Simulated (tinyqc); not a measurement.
# Changing the substrate thickness t

Model: self-heating of a transistor with one or more fingers, with temperature-dependent conductivity. Computed by tinyqc, a small Python program. Command: `OMP_NUM_THREADS=1 python tinyqc.py 3000172 3000173 out.jsonl selfheat sweep`. One thread of a shared host (Intel(R) Xeon(R) Processor @ 2.30GHz), about 0.1 s of CPU time with the checks.

N long parallel fingers lie on the top face of a slab whose bottom is held at T_0; the top is otherwise insulated, and heat flows in two dimensions. P in W/mm is 1000 P in W/m.

Inputs (values chosen for the exercise, modelled on indium phosphide): conductivity at the base temperature kappa_0 = 65.5 W/(m K); exponent m in kappa ~ T^-m = 1.34; base temperature T_0 = 298 K; power per gate width P = 0.51 W/mm; fingers N = 8; finger pitch s = 13 micrometre; width of the heat source w = 0.12 micrometre; phonon free path Lambda = 96 nm.

Power: power rises with temperature.

Method:
- A line source of power P on the top face raises the top at distance x by (P/(pi kappa_0)) g(x), g(x) = -ln tanh(pi x/(4 t)) (the image sum for the slab). On a strip of width w the centre sees the mean of g over the strip, g_0 = 1 + ln(8 t/(pi w)) for w much below t.
- theta_i = (P/(pi kappa_0)) [g_0 + sum over j != i of g(|i - j| s)], with equal powers and constant conductivity; thermal resistance = largest theta/P.
- Kirchhoff transformation for kappa = kappa_0 (T/T_0)^-m: T = T_0 [1 - (m - 1) theta/T_0]^(-1/(m - 1)), where theta is the linear rise.
- The bracket vanishes at the power P T_0/((m - 1) theta).

One run for each value:
```
substrate thickness t (micrometre)  thermal resistance (K mm/W)  true rise (K)  own factor g_0
10                                                         33.8           17.9            6.36
17                                                         41.9           22.4            6.89
28                                                         53.4           29.0            7.39
46                                                         68.5           37.9            7.88
77                                                         86.6           48.9            8.40
130                                                       106.2           61.5            8.92
220                                                       126.4           75.0            9.45
360                                                       145.4           88.5            9.94
600                                                       165.2          103.2           10.45
```

What does the table show, and why?

Over the rows, thermal resistance (K mm/W) rises from 33.8 to 165 (exponent d ln y / d ln x 0.40 between the first rows and 0.25 between the last); true rise (K) rises from 17.9 to 103 (exponent d ln y / d ln x 0.42 between the first rows and 0.30 between the last); own factor g_0 rises from 6.36 to 10.5 (exponent d ln y / d ln x 0.15 between the first rows and 0.098 between the last). The own factor grows only as ln t; thinning also cuts the coupling between fingers.

Caution (all rows): the source is narrower than two phonon free paths, so the Fourier result understates the rise at the source.
